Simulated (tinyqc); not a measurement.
# Amplitude against the length of the filling pulse

In DLTS the amplitude of the capacitance transient follows the share of traps filled by the pulse. In the neutral layer an empty trap fills as 1 - exp(-tp/tc), tc = 1/(sn vth(T) Nd), vth(T) = vth (T/300 K)^0.5; emission during the pulse and slow capture at the depletion edge are neglected.

Inputs (values chosen for the exercise):
- vth = 2.3e7 cm/s (thermal velocity at 300 K)
- Nd = 1.1e15 cm^-3 (shallow donor density)
- sn = 6.6e-16 cm^2 (capture cross-section)
- T = 246 K (temperature of the transient)

Amplitude against the length of the filling pulse:
```
tp (s)    tp/tc  amplitude over its full value  ln(1 - that)
2.9e-9  0.04385                        0.04290      -0.04385
5.2e-9  0.07863                        0.07562      -0.07863
9.2e-9   0.1391                         0.1299       -0.1391
1.6e-8   0.2419                         0.2149       -0.2419
2.9e-8   0.4385                         0.3550       -0.4385
5.2e-8   0.7863                         0.5445       -0.7863
9.3e-8    1.406                         0.7549        -1.406
1.7e-7    2.571                         0.9235        -2.571
3e-7      4.536                         0.9893        -4.536
5.3e-7    8.014                         0.9997        -8.014
```

What does the comparison show?

The amplitude rises from 0.0429 to 1.00 of its full value. The last column is linear in tp with slope -1/tc, tc = 6.61e-8 s, which gives the cross-section from Nd and vth, independently of the Arrhenius intercept; 99 % filling needs 3.05e-7 s.

Program tinyqc, `OMP_NUM_THREADS=1 python tinyqc.py 2050169 2050170 out.jsonl`; Intel Xeon 2.30GHz, shared host, one thread, about 0.01 s.
